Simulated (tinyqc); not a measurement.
Conduction-band offset of an n-N heterojunction from carrier-profile moments: one step of the calculation.

Layer 1 (x < 0) accumulates electrons and layer 2 (x > 0) is depleted. Boltzmann statistics. The bands bend down by V1 in layer 1 and up by V2 in layer 2, with V1 + V2 = VD = dE + Vt ln[(N2/Nc2)/(N1/Nc1)].

Question. Division of the diffusion potential. Sheet densities from the first integral: Q1 = sqrt((2 eps0 eps_r Vt N1/q)(exp(u1) - u1 - 1)) extra electrons, Q2 = sqrt((2 eps0 eps_r Vt N2/q)(exp(-u2) + u2 - 1)) missing ones, u = V/Vt; neutrality Q1 = Q2 + si. Q1 - Q2 rises steadily with V1, so V1 follows by bisection.

Values chosen for this exercise; values of the order of III-V alloys:
```
symbol   value   unit                                      meaning
T          300      K                                  temperature
eps_r     12.8                relative permittivity of both layers
Nc1     2.2e17  cm^-3  density of states of the narrow-gap layer 1
Nc2     5.2e17  cm^-3    density of states of the wide-gap layer 2
dE        0.24     eV                       conduction-band offset
N1      2.4e15  cm^-3                     donor density in layer 1
N2      9.9e15  cm^-3                     donor density in layer 2
si           0  cm^-2                fixed charge at the interface
```

Constants: q = 1.602176634e-19 C, kB = 1.380649e-23 J/K, Vt = kB T/q, eps0 = 8.8541878128e-14 F/cm where lengths are in cm. Results are converted to the units shown.

Give: VD; V1; V2; Q1; n at x = 0-; n at x = 0+.

Answer.

VD = 0.25440 V
V1 = 0.085352 V
V2 = 0.16904 V
Q1 = 1.4164e11 cm^-2
n at x = 0- = 6.5173e16 cm^-3
n at x = 0+ = 1.4316e13 cm^-3

n drops across the interface by 4550 = (Nc1/Nc2) exp(dE/Vt).

Computed by the program tinyqc: `OMP_NUM_THREADS=1 python tinyqc.py 2410174 2410175 out.jsonl`, one thread of a shared Intel Xeon 2.30GHz, about 0.1 s for the whole run.
